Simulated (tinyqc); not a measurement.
MOS inversion layer, Poisson-Schroedinger loop: one step of the calculation.

Electrons confined at an insulator interface at z = 0, treated as a hard wall; parabolic valleys, Hartree approximation, no image or exchange terms. The depletion charge lies far deeper than the electrons and gives a uniform field q Nd/(eps0 eps_r); the gate balances all charge. Energies are counted from the band edge at the interface.

Problem. Levels and probability densities. Tridiagonal Hamiltonian with psi = 0 one step beyond both ends: H_ii = C (1/m_(i-1/2) + 1/m_(i+1/2))/hz^2 + V0_i + U_i, H_(i,i+1) = -C/(m_(i+1/2) hz^2), C = hbar^2/(2 m0). The lowest 2 level(s) are kept, normalised to hz sum |psi|^2 = 1. The mass is the same on all intervals.

Inputs (values chosen for the exercise):
```
symbol,value,unit,meaning
mz1,0.256,m0,mass along z of valley set A (6 valley(s))
hz,0.82,nm,mesh step
```

Constants: q = 1.602176634e-19 C, hbar = 1.054571817e-34 J s, m0 = 9.1093837015e-31 kg, hbar^2/(2 m0) = 0.0380998212 eV nm^2. Results are converted to the units shown.

```
node  fixed potential V0 (eV)  self-consistent potential U at the start (eV)
1                  0.02046621                                              0
2                  0.04093243                                              0
3                  0.06139864                                              0
4                  0.08186486                                              0
5                  0.10233107                                              0
6                  0.12279728                                              0
7                  0.14326350                                              0
8                  0.16372971                                              0
9                  0.18419593                                              0
10                 0.20466214                                              0
11                 0.22512835                                              0
12                 0.24559457                                              0
13                 0.26606078                                              0
14                 0.28652700                                              0
15                 0.30699321                                              0
```

Find: levels; |psi|^2 of A1; |psi|^2 of A2.

Solution.

levels (eV): A1 0.1050, A2 0.1824

```
node  |psi|^2 of A1 (1/nm)  |psi|^2 of A2 (1/nm)
1                   0.1037                0.0969
2                   0.2716                0.1559
3                   0.3242                0.0511
4                   0.2556                0.0044
5                   0.1513                0.1078
6                   0.0717                0.2226
7                   0.0282                0.2385
8                   0.0095                0.1752
9                   0.0028                0.0983
10                  0.0007                0.0446
11                  0.0002                0.0169
12                  0.0000                0.0055
13                  0.0000                0.0015
14                  0.0000                0.0004
15                  0.0000                0.0001
```

Program tinyqc, `OMP_NUM_THREADS=1 python tinyqc.py 2160151 2160152 out.jsonl`; Intel Xeon 2.30GHz, shared host, one thread, about 0.5 s.
